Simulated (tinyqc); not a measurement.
Rapid thermal processing of a wafer: radiative balance, ramp and cooling, pattern effects, pyrometer error and spike budget. Changing the reflectivity of the chamber walls r. Computed by tinyqc, a small Python program. Command: `OMP_NUM_THREADS=1 python tinyqc.py 3112006 3112007 out.jsonl rtp sweep`. One thread of a shared host (Intel(R) Xeon(R) Processor @ 2.30GHz), about 0.08 s of CPU time with the checks.

The wafer is opaque and uniform through its thickness unless said otherwise; temperatures in formulas are in kelvin (C + 273.15). sigma = 5.670374419e-12 W/(cm^2 K^4).

Inputs (values chosen for the exercise, modelled on a hot silicon wafer):
```
quantity                                              value         unit
wafer thickness d                                       525   micrometre
heat capacity per volume C                             2.28   J/(cm^3 K)
thermal conductivity k                                 0.28     W/(cm K)
emissivity eps of each face                            0.72            -
gas heat-transfer coefficient h, both faces together   0.74  mW/(cm^2 K)
wall temperature T_w                                    350            K
process temperature                                     624            C
starting temperature                                    450            C
ramp rate                                                22          K/s
relative change of absorptivity over a pattern           14            %
period of the pattern                                     4           mm
activation energy of the process E_a                      4           eV
```

Constants: k_B = 8.617333262e-05 eV/K.

Method:
- Effective emissivity between parallel grey plates: eps_eff = 1/(1/eps + 1/(1 - r) - 1). Loss per area q(T) = 2 eps_eff sigma (T^4 - T_w^4) + h (T - T_w).
- Absorbed power during a ramp = q(T) + C d x ramp rate; thermal time constant tau = C d/(dq/dT), dq/dT = 8 eps_eff sigma T^3 + h; natural cooling rate q/(C d); front-to-back difference under one-sided heating at the end of the ramp = (absorbed power) d/(2 k).
- Cooling with the lamps off: C d dT/dt = -q(T), integrated adaptively (relative tolerance 1e-10).
- Spike anneal: linear ramp to the peak, then lamps off. Equivalent time at the peak = int exp(-(E_a/k_B)(1/T - 1/T_peak)) dt; estimate (k_B T^2/E_a)(1/ramp rate + 1/cooling rate). The ramp part uses 4000 trapezoid steps, the cooling part 4000 steps over 4 tau.
- Time within 50 K of the peak from the same curves.
- At steady state a sinusoidal change of absorbed power of relative amplitude a and period p gives the temperature amplitude a q/(dq/dT + k d (2 pi/p)^2); healing length l = sqrt(k d/(dq/dT)); process change = E_a dT/(k_B T^2). Emissivity is taken as unchanged.

One run for each value; columns: (1) reflectivity of the chamber walls r; (2) holding power q (W/cm^2); (3) natural cooling rate (K/s); (4) equivalent time, total (s); (5) healing length l (mm):
```
(1)      (2)     (3)     (4)     (5)
0.00  5.5721  46.551  1.1459   7.774
0.14  5.0300  42.022  1.1874   8.202
0.27  4.4854  37.472  1.2391   8.713
0.41  3.8489  32.155  1.3180   9.450
0.54  3.2052  26.777  1.4295  10.427
0.68  2.4473  20.445  1.6354  12.087
0.81  1.6746  13.990  2.0348  14.998
0.95  0.7569   6.323  3.5422  25.029
```

Over the rows, holding power q (W/cm^2) falls from 5.57 to 0.757; natural cooling rate (K/s) falls from 46.6 to 6.32; equivalent time, total (s) rises from 1.15 to 3.54. Reflecting walls save power but slow the cooling, which lengthens the equivalent time of a spike.

Extremes, crossings and ranges named in words are read from the listed rows.
